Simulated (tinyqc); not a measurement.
Ion implantation: universal nuclear stopping, Lindhard-Scharff electronic stopping and a Gaussian range profile: one step, computed by the program tinyqc. Command: `OMP_NUM_THREADS=1 python tinyqc.py 3015142 3015143 out.jsonl implant walk`. One thread of a shared host (Intel(R) Xeon(R) Processor @ 2.30GHz), about 0.07 s of CPU time with the checks.

An ion slows by elastic collisions with screened nuclei and by friction with electrons; channelling is ignored and the target is uniform.

Question. Anneal. Far from the surface a Gaussian stays Gaussian: sigma^2 = dR_p^2 + 2 D t; peak Q/(sqrt(2 pi) sigma); x_j = R_p + sigma sqrt(2 ln(peak/C_B)).

Inputs (values chosen for the exercise, modelled on fluorine ions in silicon): dose Q = 5.5e+13 1/cm^2; background C_B = 2e+16 1/cm^3; anneal budget D t = 3.2e-13 cm^2.

Follow-up: anneal.

straggle dR_p = 15.34781 nm

projected range R_p = 46.92603 nm

Give: width sigma; peak after the anneal; x_j after the anneal.

Answer.

width sigma = 17.31 nm

peak after the anneal = 1.268e+19 1/cm^3

x_j after the anneal = 109.1 nm
